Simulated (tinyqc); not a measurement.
Worked calculation: polar nitride quantum well with polarisation fields. Values are carried at full precision from step to step, so a last printed digit may differ when a step is redone from the rounded ones.

Growth along [0001]. e_par = (a_sub - a)/a, Ppz = 2 e_par (e31 - e33 C13/C33), P = Psp + Ppz in each layer; strain relaxation and the strain shift of the gaps are left out, although thick layers with more than about 1 % mismatch would relax.

Constants: hbar^2/2m0 = 3.80998211 eV angstrom^2; hc = 1239.841984 eV nm.

Parameters, chosen for this exercise (near those of an InGaN well in GaN; the results hold for these values, not for the real material): a_w = 3.228 angstrom (lattice constant a, well); a_b = 3.189 angstrom (lattice constant a, barrier); a_sub = 3.189 angstrom (in-plane lattice constant of the stack); Psp_w = -0.0302 C/m^2 (spontaneous polarisation); Psp_b = -0.0346 C/m^2 (spontaneous polarisation); e31_w = -0.344 C/m^2; e31_b = -0.326 C/m^2; e33_w = 0.667 C/m^2; e33_b = 0.655 C/m^2; C_w = 0.27 (C13/C33); C_b = 0.265 (C13/C33); Lw = 15 angstrom (well width); Lb = 110 angstrom (barrier width); eps_w = 10.9 (dielectric constant); eps_b = 10.4 (dielectric constant); Eg = 3 eV (gap of the well); Vc = 0.299 eV (conduction offset); Vv = 0.141 eV (valence offset); me = 0.186 m0 (electron, well); meb = 0.2 m0 (electron, barrier); mh = 1.99 m0 (hole, everywhere).

## Strain and polarisation

Give strain and polarisation of well and barrier; the bound sheet charge is |P_w - P_b|/e with e = 1.602176634e-19 C.

Layers:

| layer | e_par | Ppz (C/m^2) | P (C/m^2) |
|---|---|---|---|
| well | -0.01208 | 0.01266 | -0.01754 |
| barrier | 0.00000 | 0.00000 | -0.03460 |

sheet charge = 1.065 x 1e13/cm^2

Of P_w - P_b = +0.0171 C/m^2 the piezoelectric part gives +0.0127 and the spontaneous part +0.0044.

## Built-in fields

In a periodic stack without free charge the potential drop over a period vanishes: F_w = (P_b - P_w) Lb/(eps0 (eps_w Lb + eps_b Lw)), F_b = -F_w Lw/Lb, eps0 = 8.8541878e-12 F/m; 1 MV/cm = 1e8 V/m = 0.01 V/angstrom.

Give both fields and the drop |F_w| Lw across the well.

F_w = -1.565 MV/cm
F_b = 0.213 MV/cm
drop = 0.235 eV

## Levels with and without the field

Envelope functions on cells of 0.25 angstrom over barrier, well, barrier (widths Lb, Lw, Lb), psi = 0 beyond, psi'/m continuous (mean mass between points), c = hbar^2/2m0. With u(z) the integral of e F (F_w in the well, F_b = -F_w Lw/Lb in the barriers, 1 MV/cm = 0.01 V/angstrom), zero at the centre of the well, the electron sees u plus Vc in the barriers and the hole -u plus Vv. The transition is Eg + E_e + E_h; excitons are left out.

Ground states of electron and hole, their centres, the squared overlap, the transition and its wavelength hc/E.

Results:

| case | E_e (eV) | E_h (eV) | <z>_e | <z>_h | overlap^2 | E (eV) | nm |
|---|---|---|---|---|---|---|---|
| no field | 0.1729 | 0.0366 | 0.0 | 0.0 | 0.842 | 3.2094 | 386.3 |
| built-in field | 0.1525 | -0.0013 | 5.4 | -5.3 | 0.467 | 3.1512 | 393.5 |

The field shifts the line by -58 meV, pulls the carriers 10.7 angstrom apart and, with the rate proportional to overlap^2, lengthens the radiative lifetime by a factor 1.8.

## Estimate from two triangular wells

For a strong field: E = Eg - |e F_w| Lw + a0 (c (e F_w)^2)^(1/3) (me^(-1/3) + mh^(-1/3)), a0 = 2.338107, hard walls, c = hbar^2/2m0, 1 MV/cm = 0.01 V/angstrom.

electron term = 0.4002 eV
hole term = 0.1816 eV
E = 3.3471 eV

The electron term exceeds the drop across the well, so the electron still feels the far wall and the estimate is outside its range. Against the grid result 3.1512 eV the estimate errs by +196 meV: +130 from the electron and +66 from the hole, since hard walls stand in for offsets of 0.299 and 0.141 eV into which the carriers leak.

## Checks

- Electron level without field against the matching condition of the square well, eV: both 0.173.

Run: tinyqc, `OMP_NUM_THREADS=1 python tinyqc.py 1252203 1252204 out.jsonl`; Intel(R) Xeon(R) Processor @ 2.30GHz, one thread, shared host; about 0.04 s of CPU time with all checks.
